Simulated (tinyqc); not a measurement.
Worked calculation: order-disorder in a binary alloy on two sublattices: Bragg-Williams and pair (quasi-chemical) approximations. Computed by tinyqc, a small Python program that keeps every step. Command: `OMP_NUM_THREADS=1 python tinyqc.py 3007898 3007899 out.jsonl order walk`. One thread of a shared host (Intel(R) Xeon(R) Processor @ 2.30GHz), about 0.01 s of CPU time with the checks. Intermediate numbers are printed to about 6 digits and carried at full precision; extremes and crossings named in words are read from the listed rows.

All z = 6 neighbours of a site lie on the other sublattice. B fills the sublattices with x + eta/2 and x - eta/2; energies are per site, from the pure components: u = -z w y with y the probability of an A-B bond taken in one order.

Inputs (values chosen for the exercise, for a model alloy): ordering energy w = (e_AA + e_BB)/2 - e_AB = 42.2 meV; fraction x of B = 0.5; temperature T = 1000 K.

Lattice: simple cubic (z = 6). Method: Newton steps.

scattering factors f_A, f_B (electrons): 16  60

Constants: k_B = 8.617333262e-05 eV/K.

## Critical temperatures

Bragg-Williams: k_B T_c = 2 z w x (1 - x). Pair approximation at x = 1/2: k_B T_c = w/ln(z/(z - 2)).

T_c, Bragg-Williams = 1469.13 K

T_c, pair approximation at x = 1/2 = 1207.78 K

At x = 1/2 the pair value is 0.822 of the Bragg-Williams one; the ratio tends to 1 as z grows.

## Long-range order, Bragg-Williams

Bragg-Williams: u = -z w [x (1 - x) + eta^2/4]; minimising f gives ln[a (1 - b)/(b (1 - a))] = 2 z w eta/(k_B T) =: ln Q, a = x + eta/2, b = x - eta/2. For given Q this is a quadratic for eta, (Q - 1) eta^2/4 - (Q + 1) eta/2 + (Q - 1) x (1 - x) = 0, smaller root: the map eta -> phi(eta). Newton steps on phi(eta) - eta, with the slope by central differences of 1e-6; start at 0.999 times 2x; stop when |phi - eta| < 1e-10.

Iteration:

| step | eta | phi(eta) | phi - eta |
|---|---|---|---|
| 1 | 0.999000 | 0.899131 | -9.98693e-02 |
| 2 | 0.860016 | 0.852020 | -7.99616e-03 |
| 3 | 0.846630 | 0.846539 | -9.11232e-05 |
| 4 | 0.846474 | 0.846474 | -1.26201e-08 |
| 5 | 0.846474 | 0.846474 | 0 |

order parameter eta = 0.846474

last residual = 0

Converged: eta is 84.6 % of its largest value 2x. Caution: T is near or above the T_c of the better pair approximation, so the true long-range order is lower than Bragg-Williams gives.

## Energy, entropy and site fractions

a = x + eta/2, b = x - eta/2; u = -z w [x (1 - x) + eta^2/4]; s/k_B = [s2(a) + s2(b)]/2, s2(c) = -c ln c - (1 - c) ln(1 - c); gain on ordering = f(eta) - f(0), f = u - T s. Superlattice over fundamental intensity = [eta (f_B - f_A)/2]^2/[(1 - x) f_A + x f_B]^2.

B fraction on its own sublattice = 0.923237

B fraction on the A sublattice = 0.0767629

energy u = -108.656 meV/site

entropy s = 0.270791 k_B/site

gain on ordering = -8.95980 meV/site

intensity ratio = 0.240163

The antisite fraction is 0.0768; the dilute estimate exp(-z w/(k_B T)) gives 0.0530.

## Short-range order at the Bragg-Williams T_c

Quasi-chemical disordered state, with T here the Bragg-Williams T_c and not the input T: y^2/[(1 - x - y)(x - y)] = exp(2 w/(k_B T)) =: E, so y = 2 x (1 - x)/(1 + r), r = sqrt(1 - 4 x (1 - x)(1 - 1/E)); Warren-Cowley alpha = 1 - y/(x (1 - x)); u = -z w y.

bond probability y = 0.291285

alpha of the disordered state at the Bragg-Williams T_c = -0.165140

energy of the disordered state = -73.7534 meV/site

Short-range order already holds 17 % of the full ordering energy z w x^2, counted from the random alloy at -z w x (1 - x); Bragg-Williams puts none there.

## Both approximations at x = 1/2

At x = 1/2 the alloy is an Ising model with K = w/(2 k_B T). Bragg-Williams: eta = tanh(z K eta), neighbour correlation -eta^2. Pair: h = (z - 1) artanh(tanh K tanh h), eta = tanh(z h/(z - 1)), correlation -(tanh K + tanh^2 h)/(1 + tanh K tanh^2 h). T is given in units of the Bragg-Williams T_c at x = 1/2, z w/(2 k_B).

Order and neighbour correlation:

| T/T_c | T (K) | eta, Bragg-Williams | correlation, Bragg-Williams | eta, pair | correlation, pair |
|---|---|---|---|---|---|
| 0.30 | 440.74 | 0.997414 | -0.994834 | 0.997285 | -0.994637 |
| 0.45 | 661.11 | 0.973976 | -0.948629 | 0.968967 | -0.941778 |
| 0.55 | 808.02 | 0.935529 | -0.875215 | 0.913870 | -0.848672 |
| 0.65 | 954.94 | 0.872065 | -0.760498 | 0.803082 | -0.688371 |
| 0.75 | 1101.85 | 0.775516 | -0.601426 | 0.575318 | -0.442352 |
| 0.85 | 1248.76 | 0.629501 | -0.396272 | 0.000000 | -0.193604 |
| 0.95 | 1395.68 | 0.379485 | -0.144009 | 0.000000 | -0.173661 |
| 1.10 | 1616.05 | 0.000000 | 0.000000 | 0.000000 | -0.150366 |
| 1.50 | 2203.70 | 0.000000 | 0.000000 | 0.000000 | -0.110656 |

The pair approximation loses long-range order between T/T_c = 0.75 and 0.85, at 1208 K, and keeps a correlation of -0.111 in the last row. At its own T_c the correlation is -1/(z - 1) = -0.200, so the fewer the neighbours, the more of the ordering energy is released above T_c.

Checks made by the program: eta against bracketed root finding (relative difference below 1e-10).
